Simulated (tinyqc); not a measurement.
Frenkel-Kontorova chain: a misfit dislocation (kink) in a monolayer on a periodic substrate: one step, computed by the program tinyqc. Command: `OMP_NUM_THREADS=1 python tinyqc.py 3006780 3006781 out.jsonl fkchain walk`. One thread of a shared host (Intel(R) Xeon(R) Processor @ 2.30GHz), about 0.05 s of CPU time with the checks.

E = sum_j [(k/2)(x_(j+1) - x_j - b)^2 + (W/2)(1 - cos(2 pi x_j/a))], x_j = a (j + u_j). A kink takes u from 0 to 1: the chain is stretched by one period and has one atom fewer than wells.

Task: Start between two atoms. Discrete chain at f = 0, ends held at u = 0 and 1: E = (k a^2/2) sum (u_(j+1) - u_j)^2 + (W/2) sum (1 - cos 2 pi u_j), gradient g_j = k a^2 (2 u_j - u_(j-1) - u_(j+1)) + pi W sin(2 pi u_j), Hessian 2 k a^2 + 2 pi^2 W cos(2 pi u_j) on the diagonal and -k a^2 beside it. Free atoms j = -n..n-1 start from the continuum shape centred half-way, at j + 1/2.

Inputs (values chosen for the exercise, for a model overlayer):
```
quantity              value           unit
spring constant k      3.68  eV/angstrom^2
substrate period a     3.53       angstrom
corrugation W          4.79             eV
atoms on each side n      8              -
```

kink width l0 = 2.187842

Give: u at the start; E at the start; gradient.

Result:

u at the start: 0.00001  0.00006  0.00024  0.00099  0.00418  0.01757  0.07354  0.28889  0.71111  0.92646  0.98243  0.99582  0.99901  0.99976  0.99994  0.99999

E at the start = 12.848 eV

gradient (eV): -0.0001  -0.0010  -0.0041  -0.0173  -0.0726  -0.2950  -0.6004  5.1155  -5.1155  0.6004  0.2950  0.0726  0.0173  0.0041  0.0010  0.0001

Caution: a corrugation above 1 eV is larger than real overlayers usually show; it is chosen to keep the kink narrow. Caution: for l0 below about 3 the kink spans few atoms, and the continuum kink energy is off by about 2 per cent or more.
